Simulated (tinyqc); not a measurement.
Hexagonal on-chip spiral inductor, lumped pi model: two steps of the calculation.

Outer diameter do = di + 2 n wd + 2 (n - 1) sp, mean da = (do + di)/2, fill p = (do - di)/(do + di), length l = 3.464 n da. L = 2.33 mu0 n^2 da/(1 + 3.82 p), mu0 = 4 pi 1e-7 H/m. Rs = rho l/(wd delta (1 - exp(-th/delta))), delta = sqrt(rho/(pi f mu0)). Cs = n wd^2 eps0 eo/hu across the coil. At each end Cox = l wd eps0 eo/(2 ho) leads to the substrate branch Rsi = 2 rs he/(l wd) in parallel with Csi = l wd eps0 11.7/(2 he). With one end grounded Y = 1/(Rs + i w L) + i w Cs + 1/[1/(i w Cox) + 1/(1/Rsi + i w Csi)], w = 2 pi f; Q = -Im Y/Re Y. Eddy currents in neighbouring turns and in the substrate are left out.

Values chosen for this exercise; values of the order met in silicon radio-frequency processes: number of turns n = 2.5; line width wd = 20 um; space between turns sp = 1.5 um; inner diameter di = 40 um; metal thickness th = 0.9 um; metal resistivity rho = 2.2 uohm cm; oxide below the coil ho = 3.1 um; oxide between coil and underpass hu = 0.7 um; relative permittivity of the oxide eo = 4.1; substrate resistivity rs = 20 ohm cm; effective spreading depth in the substrate he = 50 um; frequency f = 1.5 GHz.

Constants: eps0 = 8.8541878128e-12 F/m. Results are converted to the units shown.

Task 1. Geometry and model elements. do, l, L, delta, Rs, Cs, Cox, Rsi and Csi as defined.

Find: do; l; L; delta; Rs; Cs; Cox; Rsi; Csi.

Result 1.

do = 144.50 um
l = 798.88 um
L = 0.53361 nH
delta = 1.9275 um
Rs = 1.2221 ohm
Cs = 51.860 fF
Cox = 93.552 fF
Rsi = 1251.7 ohm
Csi = 16.552 fF

Task 2. Admittance, quality factor and apparent inductance. Series branch 1/(Rs + i w L), substrate branch, total Y, Q = -Im Y/Re Y, apparent inductance Im(1/Y)/w, metal-only value w L/Rs, share of the loss in the substrate Re(substrate branch)/Re Y.

L = 0.53361287 nH
Rs = 1.2220527 ohm
Cs = 51.860243 fF
Cox = 93.552449 fF
Rsi = 1251.7446 ohm
Csi = 16.551938 fF

Wanted: series branch; substrate branch; Y; Q; apparent inductance; w L/Rs; share of the loss in the substrate.

Result 2.

series branch = 45.62-187.75i mS
substrate branch = 0.36212+0.41133i mS
Y = 45.98-186.85i mS
Q = 4.0634
apparent inductance = 0.53541 nH
w L/Rs = 4.1154
share of the loss in the substrate = 0.78749 %

Q is 98.7 % of the metal-only value.

tinyqc, about 0.01 s, one thread, Intel Xeon 2.30GHz (shared host): `OMP_NUM_THREADS=1 python tinyqc.py 2302138 2302139 out.jsonl`
